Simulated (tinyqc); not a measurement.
## Trap density from one capacitance

Problem. Traps spread evenly through the insulator exchange electrons with the semiconductor by tunnelling, with tau(x) = t0 exp(2 ka x) at depth x from the interface. The admittance per area Y seen at depth x obeys dY/dx = -Y^2/(i w eps0 eox) + q Nb ln(1 + i w tau)/tau, with Y(0) = i w Cs and w = 2 pi f; the gate sees Y(tox) = G + i w C. Working variable y = Y/(i w), in uF/cm^2. Cox = eps0 eox/tox. Find Nb and G/w.

Values chosen for this exercise: relative permittivity of the insulator eox = 22; insulator thickness tox = 3.4 nm; semiconductor capacitance in accumulation Cs = 1.2 uF/cm^2; decay constant of the wave function in the insulator ka = 4.8 1/nm; time constant of a trap at the interface t0 = 5e-9 s; frequency f = 1000 Hz.

Constants: q = 1.602176634e-19 C, eps0 = 8.8541878128e-14 F/cm where lengths are in cm. Results are converted to the units shown.

C = 1.1555243 uF/cm^2

Answer. C rises steadily with Nb, so one density matches; in practice ka and t0 must come from the frequency dependence.

Nb = 1.200e19 cm^-3 eV^-1
G/w = 0.02374 uF/cm^2

tinyqc, about 0.3 s, one thread, Intel Xeon 2.30GHz (shared host): `OMP_NUM_THREADS=1 python tinyqc.py 2202126 2202127 out.jsonl`
